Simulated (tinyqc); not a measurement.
Deformation potential from the mobility gain.

Inverse problem. Tension X along [100] raises the x valleys by D = Xu (s11 - s12) X against the y and z valleys. Their share is f = w/(w + 2), w = exp(-D/Vt), and for current along [100] mu/mu0 = [f/ml + (1 - f)/mt]/[(1/ml + 2/mt)/3]. Find f, D and Xu.

Values chosen for this exercise; values close to those of silicon:
- T = 325 K (temperature)
- s11 = 7.89 1/TPa (compliance)
- s12 = -2.1 1/TPa (compliance)
- ml = 0.887 m0 (longitudinal mass)
- mt = 0.198 m0 (transverse mass)

Constants: q = 1.602176634e-19 C, kB = 1.380649e-23 J/K, Vt = kB T/q. Results are converted to the units shown.

mu/mu0 = 1.34816825
X = 1900 MPa

Answer. The gain is linear in f; w = 2 f/(1 - f).

f = 0.00117
D = 170 meV
Xu = 8.94 eV

Numbers from tinyqc (`OMP_NUM_THREADS=1 python tinyqc.py 2530057 2530058 out.jsonl`; about 0.01 s on one thread of a shared Intel Xeon 2.30GHz).
